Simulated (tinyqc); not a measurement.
Optical gain and spontaneous emission in a bulk direct-gap semiconductor: one step. Occupations and gain at E. Three cases, with inputs chosen for the exercise.

Task: Use mr and alpha from the table.

For band j the electron sits at Ee = (E - Eg) mr/me above its edge and the hole at Eh = (E - Eg) mr/mj; fe = 1/(1 + exp((Ee - Fc)/kT)), fh = 1/(1 + exp((Eh - Fv)/kT)); gain g = sum_j alpha_j (fe + fh - 1).

Give: Energies, occupations and gain of each hole band; total gain.

Case 1.

Values chosen (near those of GaAs; shifted at random, so the results belong to these values and not to a real crystal): E = 1.534 eV (photon energy); Eg = 1.439 eV (direct gap); me = 0.0653 m0 (electron mass); mhh = 0.476 m0 (heavy-hole mass); mlh = 0.0801 m0 (light-hole mass).

mr, J and alpha of each hole band:
```
hole     mr (m0)  J (1/(eV angstrom^3))  alpha (1/cm)
heavy  0.0574225            2.88915e-05      5046.813
light  0.0359734            1.43258e-05      2502.453
```

Fc = 0.134119 eV
Fv = -0.017045 eV
kT = 0.02585200 eV

Result:

Energies, occupations and gain of each hole band:
```
hole   Ee (eV)  Eh (eV)     fe     fh  g (1/cm)
heavy   0.0835   0.0115  0.876  0.249       633
light   0.0523   0.0427  0.959  0.090       125
```

total gain = 757 1/cm

E - Eg = 0.0950 eV is below Fc + Fv = 0.1171 eV, so both bands give gain (Bernard-Duraffourg).

Case 2.

Values chosen (near those of InGaAs; shifted at random, so the results belong to these values and not to a real crystal): E = 0.81 eV (photon energy); Eg = 0.76 eV (direct gap); me = 0.0426 m0 (electron mass); mhh = 0.46 m0 (heavy-hole mass); mlh = 0.051 m0 (light-hole mass).

mr, J and alpha of each hole band:
```
hole     mr (m0)  J (1/(eV angstrom^3))  alpha (1/cm)
heavy  0.0389893            1.17270e-05      3506.878
light  0.0232115            5.38675e-06      1610.865
```

Fc = 0.073737 eV
Fv = -0.040637 eV
kT = 0.02154333 eV

Result:

Energies, occupations and gain of each hole band:
```
hole   Ee (eV)  Eh (eV)     fe     fh  g (1/cm)
heavy   0.0458   0.0042  0.786  0.111      -364
light   0.0272   0.0228  0.896  0.050       -86
```

total gain = -450 1/cm

E - Eg = 0.0500 eV is above Fc + Fv = 0.0331 eV, so both bands give loss (Bernard-Duraffourg).

Case 3.

Values chosen (near those of InGaAs; shifted at random, so the results belong to these values and not to a real crystal): E = 0.843 eV (photon energy); Eg = 0.754 eV (direct gap); me = 0.0413 m0 (electron mass); mhh = 0.481 m0 (heavy-hole mass); mlh = 0.0512 m0 (light-hole mass).

mr, J and alpha of each hole band:
```
hole     mr (m0)  J (1/(eV angstrom^3))  alpha (1/cm)
heavy  0.0380343            1.50745e-05      4196.720
light  0.0228601            7.02422e-06      1955.531
```

Fc = 0.135978 eV
Fv = -0.035790 eV
kT = 0.02585200 eV

Result:

Energies, occupations and gain of each hole band:
```
hole   Ee (eV)  Eh (eV)     fe     fh  g (1/cm)
heavy   0.0820   0.0070  0.890  0.160       210
light   0.0493   0.0397  0.966  0.051        34
```

total gain = 244 1/cm

E - Eg = 0.0890 eV is below Fc + Fv = 0.1002 eV, so both bands give gain (Bernard-Duraffourg).

Computed by tinyqc, one run a case: `OMP_NUM_THREADS=1 python tinyqc.py N N+1 out.jsonl` with N = 1680313, 1680470, 1680525; one thread of a shared Intel(R) Xeon(R) Processor @ 2.30GHz, about 0.1 s a run at most.
